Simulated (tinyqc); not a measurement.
Bandgap voltage reference from two bipolar transistors: effect of the temperature coefficient of both resistors.

Two transistors of area 1 and N carry the same current I. Is(T) = Is (T/T0)^eta exp[(Vg0 q/kB)(1/T0 - 1/T)], VBE1 = Vt ln(I/Is(T)) + I rb, VBE2 = Vt ln(I/(N Is(T))) + I rb/N. The amplifier forces I R1(T) = VBE1 - VBE2 + Vos, with R(T) = R (1 + tc (T - T0)) for both resistors, and the output is Vref = VBE1 + I R2(T). Base currents and the Early effect are neglected.

Vt = kB T/q; I = (Vt ln N + Vos)/(R1(T) - rb (1 - 1/N)). Box coefficient: span of Vref between 233 and 398 K over its average over T and over 165 K. The last column is the R2 that gives zero slope at T0.

Inputs (values chosen for the exercise); values of the order met in silicon bipolar transistors:

| symbol | value | unit | meaning |
|---|---|---|---|
| T0 | 298 | K | reference temperature |
| Vg0 | 1.145 | V | band-gap voltage extrapolated to 0 K |
| eta | 4.3 |  | temperature exponent of the saturation current |
| Is | 1.1e-18 | A | saturation current of the unit transistor at T0 |
| N | 8 |  | area ratio of the second transistor |
| R1 | 5 | kohm | resistor across which the difference of VBE falls, at T0 |
| Vos | 2.8 | mV | offset of the amplifier |
| rb | 34 | ohm | series resistance of the unit transistor |
| R2 | 43.63 | kohm | output resistor at T0 |

Constants: q = 1.602176634e-19 C, kB = 1.380649e-23 J/K. Results are converted to the units shown.

Results:
```
tc (ppm/K)  I at T0 (uA)  Vref at T0 (V)  slope at T0 (uV/K)  box coefficient (ppm/K)  R2 for zero slope (kohm)
-2000              11.31           1.263               83.47                    65.17                     41.32
-1000              11.31           1.263               54.30                    36.38                     42.13
1000               11.31           1.263              -4.050                    26.41                     43.74
2000               11.31           1.263              -33.22                    44.53                     44.55
3000               11.31           1.263              -62.40                    64.16                     45.37
```

Estimate the missing row, tc = 0 ppm/K.

Computed row:
```
tc (ppm/K)  I at T0 (uA)  Vref at T0 (V)  slope at T0 (uV/K)  box coefficient (ppm/K)  R2 for zero slope (kohm)
0                  11.31           1.263               25.12                    19.95                     42.93
```

With this row back in the table: As tc goes from -2000 to 3000, Vref stays at 1.263 V and the box coefficient goes from 65.2 through a minimum of 20.0 (at tc = 0 among the rows listed) to 64.2 ppm/K.

tinyqc, about 0.02 s, one thread, Intel Xeon 2.30GHz (shared host): `OMP_NUM_THREADS=1 python tinyqc.py 2062013 2062014 out.jsonl`
